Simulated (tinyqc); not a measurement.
# Poole-Frenkel parameters from three currents

Question. Poole-Frenkel conduction in an insulator follows J = s0 F exp[-(pt - sqrt(q F/(pi eps0 ei)))/Vt], Vt = kB T/q, F in V/cm. Find ei, pt and s0.

Constants: q = 1.602176634e-19 C, kB = 1.380649e-23 J/K, eps0 = 8.8541878128e-14 F/cm where lengths are in cm. Results are converted to the units shown.

J at (1.12 MV/cm, 300 K), (4.5 MV/cm, 300 K) and (4.5 MV/cm, 350 K) (A/cm^2): [1.9808342e-5, 338.73644, 1614.1638]

Solution. The two fields give the lowering coefficient and so ei; the two temperatures give the lowered barrier, to which the lowering is added back.

ei = 4.180
pt = 1.070 eV
s0 = 4.200 S/cm

Numbers from tinyqc (`OMP_NUM_THREADS=1 python tinyqc.py 2370075 2370076 out.jsonl`; about 0.01 s on one thread of a shared Intel Xeon 2.30GHz).
